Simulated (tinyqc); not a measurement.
What moves the results: Wannier function of the lower band of a two-orbital chain. A value that a table varies takes the place of the one given here.

H(k) = [[-d/2 - 2 ta cos k, -t1 - t2 exp(-ik)], [-t1 - t2 exp(ik), d/2 - 2 tb cos k]], k in 1/a, Bloch sums with exp(ikR) and without the positions inside the cell. Mesh k_j = 2 pi j/N. Projection gauge: each lower eigenvector u is multiplied by the phase that makes <trial|u> real and positive (the one-band case of Loewdin orthogonalisation). Wannier amplitudes w(R) = (1/N) sum_k exp(ikR) u(k); hoppings H(R) = (1/N) sum_k exp(-ikR) E(k).

Parameters, chosen for this exercise:
- d = 1.07 eV (A at -d/2, B at +d/2)
- t1 = 1.17 eV (A-B in the cell)
- t2 = 0.92 eV (B to A of the next cell)
- ta = 0.03 eV (A-A between cells)
- tb = 0.35 eV (B-B between cells)
- xb = 0.34 a (position of B (A at 0))
- th = 60 degrees (trial orbital cos(th) A + sin(th) B in cell 0)

## Convergence with the mesh

Centre and Omega_I from overlaps M_j = u_j^+ diag(1, exp(-i b xb)) u_(j+1), b = 2 pi/N: centre -(1/2 pi) sum arg M, Omega_I = (1/(N b^2)) sum (1 - |M|^2). Largest error of the Fourier interpolation on 41 points from 0 to pi.

Mesh:
```
N   centre (a)  Omega_I (a^2)  H(1) (eV)  largest error (meV)
3      0.02590        0.05526   -0.46583              106.921
4      0.01241        0.06253   -0.49256               17.542
6      0.00592        0.07143   -0.48822                3.906
8      0.00348        0.07524   -0.48795                1.180
12     0.00171        0.07820   -0.48792                0.100
16     0.00110        0.07929   -0.48792                0.010
24     0.00066        0.08009   -0.48792                0.000
```

The interpolation error falls exponentially, from 17.5 meV at N = 4 to 0.100 at N = 12, because the hoppings decay exponentially for an isolated band (smallest gap 1.78 eV). Omega_I carries a finite-difference error and converges as a power: against the value 0.08074 on 400 points it is off by -0.00254 at N = 12 and -0.00065 at N = 24, an exponent of 1.96, near the limit 2.

## Choice of the trial orbital

N = 16. Centre, Omega_I and Omega_D from overlaps (b = 2 pi/N, M_j = u_j^+ diag(1, exp(-i b xb)) u_(j+1); Omega_D = (1/(N b^2)) sum (arg M_j + b centre)^2).

Trial angle:
```
th (deg)  smallest projection  centre (a)  Omega_I (a^2)  Omega_D (a^2)
0                       0.742      0.0011        0.07929        0.00182
15                      0.891      0.0011        0.07929        0.00102
30                      0.928      0.0011        0.07929        0.00999
45                      0.800      0.0011        0.07929        0.03009
60                      0.618      0.0011        0.07929        0.07155
75                      0.393      0.0011        0.07929        0.17564
90                      0.142      0.0011        0.07929        0.62252
```

Omega_I is the same for all. Omega_D is smallest at 15 degrees (0.00102) and largest at 90 (0.62252). The centre does not move.

## What each parameter does

N = 24: centre (folded into [0, 1)) and Omega_I from overlaps M_j = u_j^+ diag(1, exp(-i b xb)) u_(j+1), b = 2 pi/N: centre = -(1/2 pi) Im ln prod M_j, Omega_I = mean(1 - |M_j|^2)/b^2; and the first two hoppings H(R). Each row changes one parameter from the base and keeps the others.

Results:
```
case             centre (a)  Omega_I (a^2)  H(1) (eV)  H(2) (eV)
base                 0.0007         0.0801    -0.4879     0.0213
d = 1.37 eV          0.9979         0.0689    -0.4588     0.0149
t1 = 1.32 eV         0.0233         0.0752    -0.5112     0.0245
t2 = 0.82 eV         0.0177         0.0710    -0.4564     0.0157
ta = 0.13 eV         0.0049         0.0823    -0.5618     0.0316
xb = 0.39 a          0.0149         0.0812    -0.4879     0.0213
th = 70 degrees      0.0007         0.0801    -0.4879     0.0213
```

The largest shifts from the base row, up to three for each result and ties (the steps differ in size, so this ranks the rows, not the parameters). centre (a): d +0.9973, t1 +0.0226, t2 +0.0171; unchanged at the printed digits by th. Omega_I (a^2): d -0.0112, t2 -0.0091, t1 -0.0049; unchanged at the printed digits by th. H(1) (eV): ta -0.0739, t2 +0.0316, d +0.0291; unchanged at the printed digits by xb and th. H(2) (eV): ta +0.0102, d -0.0064, t2 -0.0057; unchanged at the printed digits by xb and th. The trial angle is a choice of gauge and moves none of these; xb enters the position operator alone, so it leaves the hoppings.

(tinyqc, `OMP_NUM_THREADS=1 python tinyqc.py 1481447 1481448 out.jsonl`, Intel(R) Xeon(R) Processor @ 2.30GHz, 1 thread, shared host, about 0.1 s.)
